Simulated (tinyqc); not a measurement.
# From stress at 25 C back to grain size d

Model: thermal stress and diffusional relaxation in a metal film: Coble and Nabarro-Herring creep, cooling and holds. Computed by tinyqc, a small Python program. Command: `OMP_NUM_THREADS=1 python tinyqc.py 3010312 3010313 out.jsonl creep inv`. One thread of a shared host (Intel(R) Xeon(R) Processor @ 2.30GHz), about 0.07 s of CPU time with the checks.

A thin film on a rigid substrate is stress-free at T0. Tension is positive and the film creeps linearly: d sigma/dt = -M (mismatch) dT/dt - sigma/tau.

Inputs (values chosen for the exercise, modelled on gold films on silicon):
```
quantity                           value        unit
biaxial modulus M                    133         GPa
expansion mismatch                  11.6      1e-6/K
atomic volume Omega                   17  angstrom^3
lattice prefactor D0             1.1e-05       m^2/s
lattice energy E                    1.83          eV
boundary prefactor (delta D_b)0  4.2e-16       m^3/s
boundary energy E_b                0.899          eV
stress-free temperature T0           250           C
hold temperature T                   190           C
cooling rate                           1       C/min
```

Constants: k_B = 1.380649e-23 J/K; k_B = 8.617333262e-05 eV/K.

Method:
- Thermoelastic slope = M x mismatch; sigma_0 = slope x (T0 - T).
- Creep rate per stress: Nabarro-Herring 14 D Omega/(k_B T d^2), Coble (14 pi) delta D_b Omega/(k_B T d^3), with D = D0 exp(-E/(k_B T)), delta D_b = (delta D_b)0 exp(-E_b/(k_B T)); 1/tau = M x (sum of both)/2 (biaxial strain rate is half the uniaxial one).
- Temperatures in kelvin are T(C) + 273.15.
- Cooling from T0 at the constant rate: d sigma/dT = -slope + sigma/(tau(T) x rate), integrated to 25 C (stiff solver, tolerance 1e-9).
- Effective stress-free temperature T_eff = 25 C + sigma/slope.

Question. A run gave the result below. Find the grain size d, known to lie between 1.7 and 4.6 um.

stress at 25 C = 326.1024 MPa

Answer.

Each step takes the trial c = (a f_b - b f_a)/(f_b - f_a), f being the result less the target and a, b, c the logarithms of the listed values; c replaces end b, the old b replaces a if the sign of f changed, and otherwise f_a is halved.

Scan of the range:
```
grain size d (um)  stress at 25 C (MPa)
1.70                            302.278
2.01                            315.626
2.37                            325.901
2.80                            333.383
3.30                            338.381
3.90                            341.690
4.60                            343.762
```

False position (Illinois rule, in the logarithm of the input) inside the bracket:
```
step    end a    end b    trial  stress at 25 C (MPa)
1     2.37000  2.80000  2.38066               326.139
2     2.37000  2.38066  2.37780               326.076
3     2.38066  2.37780  2.37900               326.102
4     2.37780  2.37900  2.37900               326.102
```

Stress at 25 C rises at every point of a 13-point scan of the range (every second point is shown), so one value fits; it is bracketed by 2.37 and 2.80. Answer: grain size d = 2.379 um.

Caution: bulk creep laws overstate relaxation in a bonded film, and dislocation glide would cap stresses above the yield stress.
